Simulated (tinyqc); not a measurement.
# Scattering of inversion-layer electrons by surface optical phonons of the gate insulator (remote phonon scattering), step by step

A worked calculation. Computed by tinyqc, a small Python program that keeps every step. Command: `OMP_NUM_THREADS=1 python tinyqc.py 3111456 3111457 out.jsonl sophonon walk`. One thread of a shared host (Intel(R) Xeon(R) Processor @ 2.30GHz), about 0.01 s of CPU time with the checks. Intermediate numbers are printed to about 6 digits and carried at full precision; extremes and crossings named in words are read from the listed rows.

One subband with the Fang-Howard envelope; insulator and channel are half-spaces, the gate is far away, and an interlayer only moves the polar surface away by t (its own modes and its permittivity contrast are left out).

Inputs (values chosen for the exercise, modelled on SiO2 on In0.53Ga0.47As): static constant of the insulator eps_0s = 3.81; intermediate constant eps_i = 3; optical constant eps_inf = 2.55; hbar omega_TO1 = 56.4 meV; hbar omega_TO2 = 139 meV; constant of the channel eps_s = 13.9; in-plane mass m = 0.0431 m_0; valleys g_v = 1; sheet density n = 8.5e+11 1/cm^2; mean distance of the electrons z0 = 3/b = 2.6 nm; interlayer thickness t = 0 nm; temperature T = 150 K; electron energy E = 75 meV; mobility from other processes = 1440 cm^2/(V s).

Screening by the channel electrons: none.

Constants: k_B = 8.617333262e-05 eV/K; hbar^2/(2 m_0) = 3.80998212 eV angstrom^2; e^2/(4 pi eps_0) = 14.39964548 eV angstrom; hbar = 6.582119569e-16 eV s; e = 1.602176634e-19 C; m_0 = 9.1093837015e-31 kg.

## Surface modes and strengths

eps(w) = eps_inf + (eps_0s - eps_i) w1^2/(w1^2 - w^2) + (eps_i - eps_inf) w2^2/(w2^2 - w^2). Surface modes solve eps(w) + eps_s = 0, a quadratic in w^2; the strength of a mode is g = 2/(w d eps/dw). Occupation N = 1/(exp(hbar w/(k_B T)) - 1).

hbar omega_SO (meV): 1 57.728, 2 140.906

strengths g: 1 0.00267639, 2 0.00164860

occupations N: 1 0.0116259, 2 0.0000184

hbar omega g (2 N + 1) (meV): 1 0.158097, 2 0.232307

The lower mode has the larger hbar omega g N, the prefactor of absorption before the dependence on q: 0.00180 and 4.28e-6 meV.

## The electron gas

Density of states D = g_v m/(pi hbar^2); eta = E_F/(k_B T) = ln(exp(n/(D k_B T)) - 1); screening wave number q_s = e^2 D/(2 eps_0 eps_avg) x 1/(1 + exp(-eta)), eps_avg = (eps_s + eps_inf)/2; b = 3/z0.

D = 1.80042e+13 1/(eV cm^2)

eta = 3.62615

q_s = 0.192913 1/nm

b = 1.15385 1/nm

## Squared matrix elements

For a mode of strength g, without the occupation factor, Area x |M(q)|^2 = e^2 hbar w g/(2 eps_0 q) x (b/(b + q))^6 exp(-2 q t).

Area x |M|^2 (meV^2 nm^2):
```
q (1/nm)  (b/(b + q))^6  exp(-2 q t)       mode 1       mode 2
0.05           0.775285            1  2.16752e+04  3.25889e+04
0.10           0.607326            1  8.48973e+03  1.27644e+04
0.20           0.383241            1  2.67864e+03  4.02735e+03
0.30           0.249906            1  1.16447e+03  1.75079e+03
0.50           0.115323            1  3.22418e+02  4.84758e+02
0.80           0.042418            1  7.41186e+01  1.11438e+02
1.20           0.013875            1  1.61625e+01  2.43005e+01
```

## Rates at the energy E

Approximate momentum relaxation rate, taking tau v alike in the initial and final states: 1/tau = (m/(2 pi hbar^3)) sum over modes and over absorption (N, E' = E + hbar w) and emission (N + 1, E' = E - hbar w > 0) of [(1 - f(E'))/(1 - f(E))] int_0^(2 pi) Area |M(q)|^2 (1 - cos theta) d theta, q^2 = k^2 + k'^2 - 2 k k' cos theta, f the Fermi function; 48 midpoints in theta from 0 to pi.

rates (1/ps): mode 1 absorption 0.0033972, mode 1 emission 0.0697358, mode 2 absorption 0.0000047, mode 2 emission 0.0000000

tau at E = 13672.8 fs

## Mobility

mu = (e/m) int tau E f (1 - f) dE/(k_B T int f dE), by 300 midpoints from 0 to (max(eta, 0) + 14) k_B T; Matthiessen sum with the other processes.

remote-phonon mobility = 2.40006e+06 cm^2/(V s)

total mobility = 1439.14 cm^2/(V s)

loss of mobility = 0.0599625 %

Caution: a relaxation time is only an approximation for inelastic scattering, and static or no screening brackets the true dynamic screening only roughly.

## What an interlayer buys

The formulas are those given above.

Against the interlayer thickness:
```
t (nm)  remote-phonon mobility (cm^2/(V s))  total (cm^2/(V s))
0.0                             2.40006e+06             1439.14
0.3                             3.03896e+06             1439.32
0.6                             3.82465e+06             1439.46
1.0                             5.14640e+06             1439.60
1.5                             7.33963e+06             1439.72
2.0                             1.02823e+07             1439.80
3.0                             1.91693e+07             1439.89
```

1 nm of interlayer raises the remote-phonon mobility by a factor 2.14, as exp(2 q t) with an effective q of 0.38 per nm; between 2 and 3 nm the effective q is 0.31. The total stays at 1440 over the first nanometre.

Checks made by the program: sum of strengths against 1/(eps_s + eps_inf) - 1/(eps_s + eps_0s) (relative difference below 1e-10).
